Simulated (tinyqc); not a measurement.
Donors with valley-orbit split 1s states: one step. Partition sums of the neutral donor. Two cases, with inputs chosen for the exercise.

Problem. Give each term g exp(E/kT), W_s, and the effective degeneracy W_s exp(-E_ground/kT).

Each donor binds at most one electron, in any of its states. For a site s, W_s = sum over its states of g exp(E/kT), and the ionised share is 1/(1 + W_s exp(eta)), eta = (EF - Ec)/kT; n = Nc F_1/2(eta); neutrality n + NA = ND x (mean ionised share); holes are neglected. Nc from N = 2 (m kB T/(4 pi c))^(3/2) with c = hbar^2/2m0, in 1/angstrom^3; times 1e24 for 1/cm^3, m = md. F_j(eta) = (1/Gamma(j + 1)) integral_0^infinity x^j dx/(1 + exp(x - eta)), which tends to exp(eta) for eta << 0.

Constants: hbar^2/2m0 = 3.80998211 eV angstrom^2; kB = 8.617333262e-05 eV/K.

Case 1.

Values chosen (near those of As in Si; not measured data): md = 1.077 m0 (density-of-states mass of the conduction band); E = (53.3, 32.2, 30.2) meV (binding energies of 1s(A1), 1s(T2), 1s(E)); g = (2, 6, 4) (their degeneracies with spin); T = 250 K.

Case 2.

Values chosen (near those of As in Si; not measured data): md = 1.075 m0 (density-of-states mass of the conduction band); E = (53.6, 31.9, 32) meV (binding energies of 1s(A1), 1s(T2), 1s(E)); g = (2, 6, 4) (their degeneracies with spin); T = 400 K.

Give: Nc; terms; W_s; effective degeneracy.

Solution.

Case 1.

Nc = 2.1337e+19 1/cm^3

terms: 1s(A1) 23.74, 1s(T2) 26.75, 1s(E) 16.25

W_s: donor 66.739

effective degeneracy: donor 5.622

The ground state alone would give 2 and all states together 12; here the excited states hold 64 % of the bound electrons.

Case 2.

Nc = 4.3062e+19 1/cm^3

terms: 1s(A1) 9.470, 1s(T2) 15.14, 1s(E) 10.12

W_s: donor 34.730

effective degeneracy: donor 7.335

The ground state alone would give 2 and all states together 12; here the excited states hold 73 % of the bound electrons.

Computed by tinyqc, one run a case: `OMP_NUM_THREADS=1 python tinyqc.py N N+1 out.jsonl` with N = 1682576, 1682708; one thread of a shared Intel(R) Xeon(R) Processor @ 2.30GHz, about 0.01 s a run at most.
